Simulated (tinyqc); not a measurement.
# Floating body of a partially depleted SOI transistor: body voltage and kink: two studies

Source at 0 V. Channel current Ic = 2 nf K Vt^2 [F(0) - F(Vd)](1 + la Vd), F(V) = ln^2(1 + exp((Vg - VT - nf V)/(2 nf Vt))), VT = VT0 - gb Vb. Saturation voltage Vs = 2 Vt sqrt(F(0)) + 3 Vt, excess Ve = (Vd - Vs + sqrt((Vd - Vs)^2 + 0.0004 V^2))/2, multiplication M1 = Ai Ve exp(-Bl/Ve). Each junction passes D(v) = J1 (exp(v/Vt) - 1) + J2 (exp(v/(2 Vt)) - 1). Bipolar current Ib = bb J1 (exp(Vb/Vt) - 1). The body settles where M1 (Ic + Ib) = D(Vb) + D(Vb - Vd) + Vb/Rb; drain current Id = (1 + M1)(Ic + Ib) - D(Vb - Vd).

Parameters, values chosen for the exercise; values of the order met in partially depleted silicon-on-insulator transistors: temperature T = 300 K; threshold at zero body voltage VT0 = 0.51 V; fall of the threshold per volt of body voltage gb = 0.27; slope factor nf = 1.44; gain factor per width K = 210 uA/(V^2 um); channel-length modulation factor la = 0.04 1/V; impact-ionisation prefactor Ai = 2.65 1/V; impact-ionisation voltage Bl = 8.9 V; diffusion saturation current of each junction J1 = 1.3e-13 uA/um; recombination saturation current of each junction J2 = 3.5e-8 uA/um; gain of the lateral bipolar transistor on the diffusion current bb = 1; resistance of a weak body tie to the source (1e9 stands for no tie, and the term is then dropped) Rb = 80000 kohm um; gate voltage Vg = 0.88 V; drain voltage Vd = 1.7 V.

Constants: q = 1.602176634e-19 C, kB = 1.380649e-23 J/K, Vt = kB T/q. Results are converted to the units shown.

Each table varies one quantity; the others keep the values above.

## Output curve and kink

Rows with more than one solution for Vb (latch) are left out; dId/dVd by a forward difference over 1e-4 V, swing = 1e-4 V over the change of log10 Id; M1 under 1e-12 is printed as 0.

Output curve and kink:
```
Vd (V)	Vb (V)	M1	Id, floating (uA/um)	Id, grounded (uA/um)	ratio	dId/dVd, floating (uS/um)	dId/dVd, grounded (uS/um)
1	0.002265	2.707e-6	10.44	10.41	1.003	1.139	0.4010
1.16	0.03628	4.111e-5	11.03	10.48	1.053	8.281	0.4072
1.32	0.2271	1.987e-4	14.30	10.54	1.356	38.39	0.4340
1.48	0.5842	5.102e-4	21.53	10.62	2.028	21.75	0.5049
1.64	0.6631	0.001672	23.48	10.71	2.193	8.117	0.6435
1.8	0.7000	0.004484	24.61	10.83	2.273	6.480	0.8670
```

Read the table: what changes, and by how much?

Vb rises from 0.00226 to 0.700 V and the ratio of the currents rises from 1.00 to 2.27. The output conductance with a floating body exceeds the grounded value by the largest factor among the rows, 88.5, at Vd = 1.32 V, where Vb = 0.227 V and M1 = 1.99e-4.

## Transfer curve and swing

Same model as above.

Transfer curve and swing:
```
Vg (V)	Vb (V)	M1	Id, floating (uA/um)	Id, grounded (uA/um)	ratio	swing, floating (mV/decade)	swing, grounded (mV/decade)
0.06	6.255e-6	0.01782	2.501e-6	2.501e-6	1.000	87.03	87.04
0.16	5.311e-5	0.01780	3.600e-5	3.599e-5	1.000	86.16	86.19
0.26	7.225e-4	0.01770	5.172e-4	5.145e-4	1.005	86.76	87.21
0.36	0.01006	0.01736	0.007371	0.006883	1.071	85.24	91.22
0.46	0.6179	0.01215	1.354	0.07473	18.12	148.1	104.7
0.56	0.6605	0.008781	4.235	0.5147	8.228	264.3	140.7
0.66	0.6750	0.006141	8.723	1.999	4.364	381.1	208.5
0.76	0.6800	0.004157	14.75	5.008	2.946	501.2	302.0
0.86	0.6796	0.002714	22.26	9.632	2.311	622.6	409.0
```

Read the table: what changes, and by how much?

Vb rises from 6.25e-6 to 0.680 V. The smallest swing among the rows is 85.2 mV a decade with a floating body (at Vg = 0.36 V) and 86.2 with a grounded one; Vt ln 10 = 59.5. The floating swing is smaller by more than 3 % for Vg = 0.36 V, where the rising Vb lowers the threshold as Vg rises. In the first row the floating body raises the current by a factor of 1.00.

Range of the model: The multiplication law is an empirical form chosen for the exercise; self-heating and capacitive coupling to the body are left out, and the linear laws are rough once Vb passes about 0.7 V or M1 about 0.1.

Numbers from tinyqc (`OMP_NUM_THREADS=1 python tinyqc.py 2182266 2182267 out.jsonl`; about 0.2 s on one thread of a shared Intel Xeon 2.30GHz).
